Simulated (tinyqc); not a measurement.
Activation against anneal temperature: dopants and charged point defects at anneal temperature: Fermi-level effect, clustering and pairing. Computed by tinyqc, a small Python program. Command: `OMP_NUM_THREADS=1 python tinyqc.py 3011512 3011513 out.jsonl pairing walk`. One thread of a shared host (Intel(R) Xeon(R) Processor @ 2.30GHz), about 0.02 s of CPU time with the checks.

Boltzmann statistics and full ionisation of active dopants. Energies are counted from the valence band; the defect (a vacancy or self-interstitial) has five charge states, with all degeneracy factors one.

Inputs (values chosen for the exercise, with bands modelled on GaAs):

| quantity | value | unit |
|---|---|---|
| gap at 0 K E_g0 | 1.53 | eV |
| Varshni alpha | 0.000547 | eV/K |
| Varshni beta | 198 | K |
| electron mass m_e | 0.0674 | m_0 |
| valleys M_c | 1 | - |
| hole mass m_h | 0.538 | m_0 |
| anneal temperature T | 1070 | K |
| total dopant density N | 9e+19 | cm^-3 |
| site density N_s | 3.4e+22 | cm^-3 |
| dopant atoms per cluster k | 3 | - |
| cluster binding energy E_b | 2.06 | eV |

Dopant: donor. Second part: clustering of the dopant.

Constants: m_0 = 9.1093837015e-31 kg; k_B = 1.380649e-23 J/K; h = 6.62607015e-34 J s; k_B = 8.617333262e-05 eV/K.

Method:
- E_g = E_g0 - alpha T^2/(T + beta).
- N_c = 2 M_c (2 pi m_e k_B T/h^2)^(3/2) and N_v = 2 (2 pi m_h k_B T/h^2)^(3/2), masses in units of m_0.
- n_i = sqrt(N_c N_v) exp(-E_g/2 k_B T); E_i = E_g/2 + (k_B T/2) ln(N_v/N_c).
- n = A/2 + sqrt(A^2/4 + n_i^2) for an active density A.
- k ionised dopants and k carriers form one neutral cluster: C = N_s (A/N_s)^k (n/N_b)^k exp(E_b/k_B T), N_b the effective density of states of the majority band, and N = A + k C (60 bisections in ln A between ln N - 90 and ln N).

Equilibrium activation:

| T (K) | n_i (cm^-3) | active A (cm^-3) | clusters C (cm^-3) | active share |
|---|---|---|---|---|
| 640 | 6.9396e+13 | 1.3213e+17 | 2.9956e+19 | 0.001468 |
| 750 | 7.3448e+14 | 3.7070e+17 | 2.9876e+19 | 0.004119 |
| 860 | 4.3912e+15 | 8.0971e+17 | 2.9730e+19 | 0.008997 |
| 960 | 1.5977e+16 | 1.4231e+18 | 2.9526e+19 | 0.015812 |
| 1070 | 5.0990e+16 | 2.3605e+18 | 2.9213e+19 | 0.026228 |
| 1180 | 1.3314e+17 | 3.5844e+18 | 2.8805e+19 | 0.039826 |
| 1280 | 2.7923e+17 | 4.9424e+18 | 2.8353e+19 | 0.054915 |

The active share goes from 0.00147 at 640 K to 0.0549 at 1280 K, so a layer activated by a hot, short anneal is metastable and deactivates in later, cooler steps if the dopant can move. Over the first three rows, where most dopant is clustered, a fit of ln A rises with slope 0.391 eV against -1/k_B T, near E_b/(2k) = 0.343 eV plus 0.75 k_B T.
